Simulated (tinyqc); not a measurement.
Floating body of a partially depleted SOI transistor: body voltage and kink: two steps of the calculation.

Source at 0 V. Channel current Ic = 2 nf K Vt^2 [F(0) - F(Vd)](1 + la Vd), F(V) = ln^2(1 + exp((Vg - VT - nf V)/(2 nf Vt))), VT = VT0 - gb Vb. Saturation voltage Vs = 2 Vt sqrt(F(0)) + 3 Vt, excess Ve = (Vd - Vs + sqrt((Vd - Vs)^2 + 0.0004 V^2))/2, multiplication M1 = Ai Ve exp(-Bl/Ve). Each junction passes D(v) = J1 (exp(v/Vt) - 1) + J2 (exp(v/(2 Vt)) - 1). Bipolar current Ib = bb J1 (exp(Vb/Vt) - 1). The body settles where M1 (Ic + Ib) = D(Vb) + D(Vb - Vd) + Vb/Rb; drain current Id = (1 + M1)(Ic + Ib) - D(Vb - Vd).

Inputs (values chosen for the exercise); values of the order met in partially depleted silicon-on-insulator transistors:
```
symbol,value,unit,meaning
T,398,K,temperature
VT0,0.34,V,threshold at zero body voltage
gb,0.23,,fall of the threshold per volt of body voltage
nf,1.18,,slope factor
K,220,uA/(V^2 um),gain factor per width
la,0.06,1/V,channel-length modulation factor
Ai,2.18,1/V,impact-ionisation prefactor
Bl,8.2,V,impact-ionisation voltage
J1,6.6e-9,uA/um,diffusion saturation current of each junction
J2,1.4e-7,uA/um,recombination saturation current of each junction
bb,0.5,,gain of the lateral bipolar transistor on the diffusion current
Rb,1e9,kohm um,"resistance of a weak body tie to the source (1e9 stands for no tie, and the term is then dropped)"
Vg,0.71,V,gate voltage
Vd,1.3,V,drain voltage
```

Constants: q = 1.602176634e-19 C, kB = 1.380649e-23 J/K, Vt = kB T/q. Results are converted to the units shown.

Problem 1. New Vb. Current into the body I_in = M1 (Ic + Ib) - D(Vb - Vd), current out I_out = D(Vb) + Vb/Rb; f = ln(I_in/I_out), s = df/dVb by central differences over 1e-5 V, Vb(new) = Vb - f/s.

Vb after iteration 1 = 0.42077138 V

Wanted: Ic; Ve; M1; I_in; I_out; f; s; Vb after iteration 2.

Solution 1.

Ic = 21.919 uA/um
Ve = 0.80145 V
M1 = 6.2927e-5
I_in = 0.0013795 uA/um
I_out = 0.0014694 uA/um
f = -0.063157
s = -30.259 1/V
Vb after iteration 2 = 0.41868 V

Problem 2. Drain current with floating and with grounded body. Id and VT at the converged Vb, Id at Vb = 0, their ratio, and the bipolar share Ib/(Ic + Ib).

converged Vb = 0.41868340 V

Give: VT; Id, floating; Id, grounded; ratio; bipolar share.

Solution 2.

VT = 0.24370 V
Id, floating = 21.876 uA/um
Id, grounded = 13.822 uA/um
ratio = 1.5827
bipolar share = 3.0217e-3 %

The body rises to 0.419 V and lowers the threshold by 96.3 mV.

Range of the model: The multiplication law is an empirical form chosen for the exercise; self-heating and capacitive coupling to the body are left out, and the linear laws are rough once Vb passes about 0.7 V or M1 about 0.1.

Program tinyqc, `OMP_NUM_THREADS=1 python tinyqc.py 2182208 2182209 out.jsonl`; Intel Xeon 2.30GHz, shared host, one thread, about 0.2 s.
